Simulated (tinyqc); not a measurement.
Worked calculation: equilibrium crystal shape, supported particles, Gibbs-Thomson effect and coarsening. Computed by tinyqc, a small Python program that keeps every step. Command: `OMP_NUM_THREADS=1 python tinyqc.py 3012019 3012020 out.jsonl wulff walk`. One thread of a shared host (Intel(R) Xeon(R) Processor @ 2.30GHz), about 0.05 s of CPU time with the checks. Intermediate numbers are printed to about 6 digits and carried at full precision; extremes and crossings named in words are read from the listed rows.

A cubic crystal bounded by {100}, {110} and {111} facets only.

Inputs (values chosen for the exercise, modelled on gold):
```
quantity                                value        unit
atomic volume Omega                     16.95  angstrom^3
atoms in the particle N                  6700           -
work of adhesion W_a                     0.89       J/m^2
temperature T                             850           K
precipitate interface energy gamma_i     0.38       J/m^2
solubility x_inf at a flat interface  0.00074           -
diffusivity D                         2.4e-16       m^2/s
mean radius at the start r0               9.4          nm
time t                                 830000           s
```

Surface energies: given.

surface energies gamma(100), gamma(110), gamma(111) (J/m^2): 1.46  1.46  1.21

Constants: e = 1.602176634e-19 C; k_B = 8.617333262e-05 eV/K; k_B = 1.380649e-23 J/K.

## Surface energies

The energies and Omega are given.

gamma (J/m^2): (100) 1.46, (110) 1.46, (111) 1.21

Omega = 16.95 angstrom^3

## The Wulff shape

Wulff construction: the facet planes lie at distances lambda gamma from the centre, and the shape is the region inside all of them; V = (1/3) sum of area x distance. gamma_mean = sum A gamma / sum A; shape factor eta = A/V^(2/3) (4.836 for a sphere). lambda follows from V = N Omega.

area fractions: {100} 0.180980, {110} 0.033768, {111} 0.785253

gamma_mean = 1.26369 J/m^2

shape factor eta = 5.31723

distances of the planes from the centre (nm): {100} 3.15668, {110} 3.15668, {111} 2.61615

surface energy per atom = 0.146792 eV

Present: {100}, {110}, {111}.

## Chemical potential of the particle

For the Wulff shape mu - mu(bulk) = 2 Omega gamma/h, with gamma and h = lambda gamma the energy and distance of any one facet plane, here (111); the vapour pressure rises by exp[(mu - mu(bulk))/(k_B T)].

mu - mu(bulk) = 97.8615 meV

pressure ratio = 3.80395

This is 2/3 of the surface energy per atom (0.6667), since the total surface energy goes as N^(2/3).

## The particle on a substrate

Winterbottom: the particle sits on its largest facet family, {111}, with energy gamma_f; the substrate plane cuts the shape at the distance lambda (gamma_f - W_a) below the centre. Height over that of the free particle at the same lambda = (2 gamma_f - W_a)/(2 gamma_f). An isotropic particle with gamma_mean has cos(theta) = W_a/gamma_mean - 1 (Young-Dupre); a film dewets into particles whenever W_a < 2 gamma.

relative height = 0.632231

contact angle theta = 107.200 degrees

W_a is below gamma_f: more than half of the shape shows.

## Gibbs-Thomson solubility and coarsening

Spherical precipitates of nearly pure solute with atomic volume Omega: x(r) = x_inf exp(l/r), l = 2 gamma_i Omega/(k_B T). Diffusion-limited coarsening at small volume fraction (Lifshitz-Slyozov-Wagner): r^3 = r0^3 + K t, K = (4/9) D x_inf l; the number density falls as (r0/r)^3. The steady size distribution is assumed from the start, and D and x_inf are inputs that do not follow T.

capillary length l = 1.09769 nm

x(r0)/x_inf = 1.12387

rate constant K = 0.0866446 nm^3/s

mean radius at t = 41.7448 nm

number density over its start = 0.0114177

The time to double the radius is 7 r0^3/K = 67000 s; t is 12 times that.

## Shape against the ratio gamma(100)/gamma(111)

Wulff construction: the facet planes lie at distances lambda gamma from the centre, and the shape is the region inside all of them; V = (1/3) sum of area x distance. gamma_mean = sum A gamma / sum A; shape factor eta = A/V^(2/3) (4.836 for a sphere). gamma(110)/gamma(111) is held at the value of this crystal.

Area fractions:
```
gamma(100)/gamma(111)    {100}      {110}     {111}      eta
0.550                  1.00000  0.0000000  0.000000  6.00000
0.724                  0.88438  0.0000000  0.115617  5.67416
0.869                  0.62689  0.0019321  0.371182  5.33578
1.030                  0.36004  0.0187851  0.621177  5.23195
1.210                  0.17835  0.0340358  0.787615  5.31974
1.350                  0.08991  0.0447957  0.865295  5.43360
1.570                  0.01477  0.0615547  0.923679  5.59311
1.750                  0.00000  0.0715645  0.928435  5.63214
```

{100} holds 100 % of the area in the first row and 0 % in the last; without {110} the limits are a cube below 1/sqrt(3) = 0.577 and an octahedron above sqrt(3) = 1.732. The roundest shape among these rows (eta = 5.232) is at the ratio 1.03; {110} shows in 6 rows.

Checks made by the program: volume against one third of area times distance (relative difference below 1e-10).
